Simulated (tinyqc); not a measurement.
Classical Heisenberg spin chain: exact results, Metropolis, heat-bath and over-relaxation steps, and a Monte Carlo run: one step, computed by the program tinyqc.

E = -J sum_i s_i . s_(i+1) for unit vectors s_i on an open chain; K = J/(k_B T).

Problem. Exact results. Each bond angle is independent, so u = <s_i . s_(i+1)> = coth K - 1/K, <s_i . s_(i+n)> = u^n, correlation length xi = -1/ln|u|, energy per bond -J u, heat capacity per bond c/k_B = 1 - K^2/sinh^2 K, and for the long chain chi = mu^2 (1 + u)/(3 k_B T (1 - u)) per spin.

Inputs (values chosen for the exercise, for a model chain of large moments): coupling J = 11 meV; temperature T = 123 K; moment mu = 5.7 mu_B.

Constants: k_B = 8.617333262e-05 eV/K; mu_B = 5.7883818060e-05 eV/T.

Give: K; u; xi; energy per bond; heat capacity; chi over the Curie value; chi.

Solution.

K = 1.038

u = 0.3234

xi = 0.8858 sites

energy per bond = -3.557 meV

heat capacity = 0.2932 k_B/bond

chi over the Curie value = 1.956

chi = 0.1157 mu_B/T per spin
